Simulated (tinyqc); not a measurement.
Conductance against temperature: phonon transmission through an interface between two chains by Green functions. Computed by tinyqc, a small Python program. Command: `OMP_NUM_THREADS=1 python tinyqc.py 3024780 3024781 out.jsonl agf walk`. One thread of a shared host (Intel(R) Xeon(R) Processor @ 2.30GHz), about 0.01 s of CPU time with the checks.

Two semi-infinite chains (masses m_1, m_2; springs k_1, k_2), motion along the chain. The central region holds the end atom of each chain and one interlayer atom of mass m_b, joined by springs k_b. lambda = omega^2 in eV/(angstrom^2 u); nu = 15.6333042 THz x sqrt(lambda).

Inputs (values chosen for the exercise, for two model chains): mass m_1 = 56.2 u; spring k_1 = 8.94 eV/angstrom^2; mass m_2 = 101 u; spring k_2 = 6.36 eV/angstrom^2; junction spring k_b = 3.88 eV/angstrom^2; interlayer mass m_b = 74.6 u; probe frequency / lower band top = 0.43.

Atoms in the interlayer: one.

Constants: nu for 1 eV/(angstrom^2 u) = 15.6333042 THz; h x 1 THz = 4.135667696 meV; k_B = 8.617333262e-05 eV/K; k_B = 1.380649e-23 J/K; h = 6.62607015e-34 J s.

Method:
- nu_max = 15.6333042 THz x 2 sqrt(k/m); impedance Z = sqrt(k m); long-wave transmission 4 Z_1 Z_2/(Z_1 + Z_2)^2; the probe frequency is the given share of the lower band top.
- In chain i, sin(q_i a/2) = nu/nu_max,i. An outgoing wave makes the next atom move as exp(i q_i a) times the end atom, so the lead adds the self-energy Sigma_i = -k_i exp(i q_i a) to the force-constant matrix; Gamma_i = -2 Im Sigma_i = 2 k_i sin(q_i a).
- A = lambda M - K - Sigma over the central atoms, with K_ii the sum of the springs at i, K_(i,i+1) = -k_b; G = inverse of A; transmission = Gamma_1 Gamma_2 |G_(first,last)|^2.
- Landauer conductance G = k_B int tau(nu) x^2 e^x/(e^x - 1)^2 d nu, x = h nu/(k_B T), from 0 to the lower band top (240 Gauss-Legendre points in s from 0 to 1, nu = nu_top sin(pi s/2)); tau is the transmission, and its thermal mean is G over the value for tau = 1 in the same window; the quantum is g_0 = pi^2 k_B^2 T/(3 h).

band top of chain 1 = 12.4704 THz

band top of chain 2 = 7.84601 THz

Conductance:
```
T (K)  G (pW/K)  mean transmission    G/g_0  G for transmission 1 (pW/K)
1       0.94275            0.99611  0.99611                      0.94643
5        4.7001            0.99322  0.99322                       4.7322
20       18.228            0.96299  0.96299                       18.929
50       42.654            0.91233  0.90136                       46.752
100      66.145            0.84199  0.69888                       78.558
200      78.718            0.79763  0.41587                       98.690
400      82.789            0.78303  0.21869                       105.73
800      83.882            0.77911  0.11079                       107.66
```

At 1 K G/g_0 = 0.996; as T goes to 0 it tends to the long-wave transmission, where only the impedances count. Towards high T all modes count more and more alike; at 800 K G is 83.9 pW/K and the mean transmission is 0.779, which is at least 0.7 of the low-T value.

Extremes, crossings and ranges named in words are read from the listed rows.
